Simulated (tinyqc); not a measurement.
k.p theory built from an empirical-pseudopotential calculation at Gamma: one step. Luttinger parameters from the curvatures. Three cases, with inputs chosen for the exercise.

Problem. A pseudopotential band calculation without spin-orbit coupling gave the curvatures below. The valence triplet at Gamma has curvatures (units of hbar^2/2m0) L (once), M (twice) along [100] and (L + 2M + 2N)/3 (once), (L + 2M - N)/3 (twice) along [111]. g1 = -(L + 2M)/3, g2 = -(L - M)/6, g3 = -N/6; heavy and light masses 1/(g1 -/+ 2 g2) along [100], 1/(g1 -/+ 2 g3) along [111].

Case 1.

eigenvalues along [100]: -15.25107  -3.06585  -3.06585

eigenvalues along [111]: -18.82549  -1.27864  -1.27864

Case 2.

eigenvalues along [100]: -19.89726  -2.86937  -2.86937

eigenvalues along [111]: -23.20803  -1.21398  -1.21398

Case 3.

eigenvalues along [100]: -6.40373  -3.63262  -3.63262

eigenvalues along [111]: -10.76366  -1.45266  -1.45266

Give: L, M, N; g1, g2, g3; masses: heavy and light [100], heavy and light [111].

Solution.

Case 1.

L, M, N: -15.251  -3.066  -17.547

g1, g2, g3: 7.128  2.031  2.924

masses: heavy and light [100], heavy and light [111] (m0): 0.326  0.089  0.782  0.077

Case 2.

L, M, N: -19.897  -2.869  -21.994

g1, g2, g3: 8.545  2.838  3.666

masses: heavy and light [100], heavy and light [111] (m0): 0.349  0.070  0.824  0.063

Case 3.

L, M, N: -6.404  -3.633  -9.311

g1, g2, g3: 4.556  0.462  1.552

masses: heavy and light [100], heavy and light [111] (m0): 0.275  0.182  0.688  0.131

Computed by tinyqc, one run a case: `OMP_NUM_THREADS=1 python tinyqc.py N N+1 out.jsonl` with N = 1080377, 1080719, 1080726; one thread of a shared Intel(R) Xeon(R) Processor @ 2.30GHz, about 0.7 s a run at most.
